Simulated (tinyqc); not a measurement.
Gaps against pressure: band gaps under pressure and temperature from deformation potentials.

Murnaghan: V/V0 = (1 + Bp P/B0)^(-1/Bp), B0 = (C11 + 2 C12)/3. Each gap moves by a ln(V/V0) with its volume potential a, and falls with temperature by aV T^2/(T + bV) (Varshni); the two effects are added. No change of phase is considered.

Parameters, chosen for this exercise (near those of InAs, the X and L potentials typical of such crystals; not measured data):
- Eg = 0.419 eV (gap at Gamma to the s-like level at 0 K, 0 GPa)
- EgX = 1.449 eV (gap to X at 0 K, 0 GPa)
- EgL = 1.153 eV (gap to L at 0 K, 0 GPa)
- C11 = 83.3 GPa
- C12 = 45 GPa
- Bp = 4.46 (pressure derivative of the bulk modulus)
- aG = -6.02 eV (volume potential of the Gamma gap)
- aX = 1.41 eV (volume potential of the X gap)
- aL = -4.42 eV (volume potential of the L gap)
- aV = (0.286, 0.267, 0.286) meV/K (Varshni alpha of Gamma, X, L)
- bV = (91, 91, 90) K (Varshni beta of Gamma, X, L)
- T = 500 K (temperature)

The last column is the linear form E0 + c1 P for Gamma, c1 = -aG/B0.

Gaps (eV):
```
P (GPa)  ln(V/V0)  Gamma      X      L  lowest  Gamma, linear
0.00       0.0000  0.298  1.336  1.032   Gamma          0.298
0.75      -0.0126  0.374  1.318  1.088   Gamma          0.376
1.50      -0.0246  0.446  1.301  1.140   Gamma          0.454
2.25      -0.0359  0.514  1.285  1.191   Gamma          0.532
3.00      -0.0467  0.579  1.270  1.238   Gamma          0.611
3.75      -0.0570  0.641  1.256  1.284   Gamma          0.689
4.50      -0.0669  0.701  1.242  1.327   Gamma          0.767
5.25      -0.0763  0.757  1.228  1.369   Gamma          0.845
6.00      -0.0853  0.812  1.216  1.409   Gamma          0.923
```

Over 6 GPa Gamma moves by +0.514, L by +0.377 and X by -0.120 eV. Gamma stays lowest. The linear form overshoots by 111 meV at the end, because the crystal stiffens; the gap is linear in ln V, not in P.

tinyqc: `OMP_NUM_THREADS=1 python tinyqc.py 1050956 1050957 out.jsonl`; about 0.01 s, one thread, shared Intel(R) Xeon(R) Processor @ 2.30GHz.
